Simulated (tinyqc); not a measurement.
Worked calculation: G0W0 on RHF in the sto-3g basis, for H3+, spin multiplicity 1. One step of it, computed by the program tinyqc.

Problem. Screening: direct RPA. With D = e_a - e_i and K = (ia|jb): diagonalise D^(1/2) (D + 4K) D^(1/2) = Z w^2 Z^T; X + Y = D^(1/2) Z w^(-1/2), each column of Z with its largest component positive (the first on a tie); E_c = (sum w - tr (D + 2K)) / 2.

orbital energies (hartree): MO1 -1.243985, MO2 -0.009383, MO3 -0.008797

Two-electron integrals over orbitals (pq|rs), unique and non-zero (hartree):
```
p,q,r,s,(pq|rs)
1,1,1,1,0.620855
2,1,1,1,-0.000013
2,1,2,1,0.143853
2,2,1,1,0.601813
2,2,2,1,0.016962
2,2,2,2,0.678814
3,1,1,1,0.000068
3,1,2,2,-0.087105
3,1,3,1,0.143853
3,2,2,1,-0.087167
3,2,2,2,-0.000013
3,2,3,1,-0.016958
3,2,3,2,0.071045
3,3,1,1,0.601889
3,3,2,1,-0.016970
3,3,2,2,0.536869
3,3,3,1,0.087148
3,3,3,2,0.000013
3,3,3,3,0.678855
```

Give: D^(1/2) (D + 4K) D^(1/2); excitation energies w; X + Y; RPA correlation energy.

Solution.

D^(1/2) (D + 4K) D^(1/2) (hartree^2):
```
,1>2,1>3
1>2,2.2346,0.0000
1>3,0.0000,2.2364
```

excitation energies w (hartree): 1.4949  1.4955

X + Y:
```
,1,2
1>2,0.9088,0.0000
1>3,0.0000,0.9088
```

RPA correlation energy = -0.027429 hartree
